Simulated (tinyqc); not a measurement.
Worked calculation: Hubbard chain of 4 sites. One step of it, computed by the program tinyqc.

Problem. Mean-field iteration 2. H(up) = T + U n(down), H(down) = T + U n(up); fill the lowest levels; n(new) = n + mixing (n(out) - n); E = tr T (rho up + rho down) + U sum n_up n_down of the output.

one-body matrix (hopping and site energies) (eV), lower triangle:
```
,1,2,3,4
1,0.000000
2,-1.610000,0.000000
3,0.000000,-1.610000,0.000000
4,0.000000,0.000000,-1.610000,0.000000
```

U = 11.600000 eV

electrons, up and down: 2  2

mixing = 1

n(up) after iteration 1: 1 0.958496, 2 0.077487, 3 0.922513, 4 0.041504

n(down) after iteration 1: 1 0.041504, 2 0.922513, 3 0.077487, 4 0.958496

Give: levels, up; levels, down; energy; n(up) after iteration 2; n(down) after iteration 2.

Solution.

levels, up (eV): 0.069  0.581  11.019  11.531

levels, down (eV): 0.069  0.581  11.019  11.531

energy = -1.318 eV

n(up) after iteration 2: 1 0.978, 2 0.044, 3 0.956, 4 0.022

n(down) after iteration 2: 1 0.022, 2 0.956, 3 0.044, 4 0.978
